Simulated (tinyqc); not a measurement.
Quantum against classical capture: non-radiative capture by multiphonon emission, one effective mode. Computed by tinyqc, a small Python program. Command: `OMP_NUM_THREADS=1 python tinyqc.py 3001942 3001943 out.jsonl capture walk`. One thread of a shared host (Intel(R) Xeon(R) Processor @ 2.30GHz), about 0.01 s of CPU time with the checks.

The initial state (free carrier plus empty centre) lies dE above the final state; both have the same frequency and are displaced by dQ.

Inputs (values chosen for the exercise, with mass, screening and phonons like those of AlN):
```
quantity                    value                   unit
energy released dE           1.12                     eV
phonon energy hbar omega     61.8                    meV
Huang-Rhys factor S           6.1                      -
electron-phonon coupling W  0.012  eV/(u^(1/2) angstrom)
cell volume V                1950             angstrom^3
degeneracy g                    4                      -
broadening b                   36                    meV
temperature T                 300                      K
```

Centre: neutral.

Constants: hbar^2/u = 4.18015928e-03 eV angstrom^2; k_B = 8.617333262e-05 eV/K; hbar = 6.582119569e-16 eV s.

Method:
- dQ = sqrt(2 S (hbar^2/u)/hbar omega); relaxation energy lambda = S hbar omega; phonons needed P = dE/hbar omega; classical barrier E_b = (dE - lambda)^2/(4 lambda); occupation n = 1/(exp(hbar omega/k_B T) - 1).
- M_p = sum_m w_m <m_i|Q|(m + p)_f>^2 with Q counted from the final minimum and Boltzmann weights w_m for m = 0..24; <m_i|Q|k_f> = sqrt((hbar^2/u)/(2 hbar omega)) [sqrt(k) <m|k-1> + sqrt(k+1) <m|k+1>], with overlaps of oscillators displaced by d = sqrt(2 S) summed on 1500 points from -16 to 16 + d.
- The delta function is a Gaussian of standard deviation b at dE - p hbar omega.
- C_0 = V (2 pi/hbar) g W^2 sum_p M_p Gaussian_p. Here the sum runs over all p.
- Classical (Marcus) form: replace the sum by Q_c^2 exp(-E_b/k_B T)/sqrt(4 pi lambda k_B T), Q_c = dQ (dE + lambda)/(2 lambda).
- For a neutral centre the Sommerfeld factor is 1.
- The last column is -k_B d ln C_0/d(1/T) from this row and the one above.

dQ = 0.908410 u^(1/2) angstrom

lambda = 0.37698 eV

classical barrier E_b = 0.366119 eV

Against temperature:
```
T (K)  C_0, quantum (cm^3/s)  C_0, classical (cm^3/s)  Sommerfeld factor  activation energy (eV)
57                2.7909e-11               9.7263e-40                  1                       -
110               2.8221e-11               2.7685e-24                  1              1.1348e-04
180               3.2136e-11               7.2209e-18                  1              3.1660e-03
290               5.3071e-11               4.3984e-14                  1              2.0515e-02
430               1.1863e-10               4.2591e-12                  1              6.1739e-02
650               3.5855e-10               9.8165e-11                  1              1.2109e-01
1000              1.1631e-09               7.7976e-10                  1              1.8832e-01
1500              2.9162e-09               2.6240e-09                  1              2.3764e-01
```

What does the comparison show, and why?

At 57.0 K the quantum value is 2.9e28 times the classical one: C_0 comes from tunnelling out of the lowest level and hardly depends on T. At 1500 K the ratio is 1.1. The largest apparent activation energy is 0.238 eV against the classical barrier of 0.366 eV, so an Arrhenius fit understates the barrier, through tunnelling and the broadening b at low T and the T^(-1/2) prefactor at high T.

Extremes, crossings and ranges named in words are read from the listed rows.
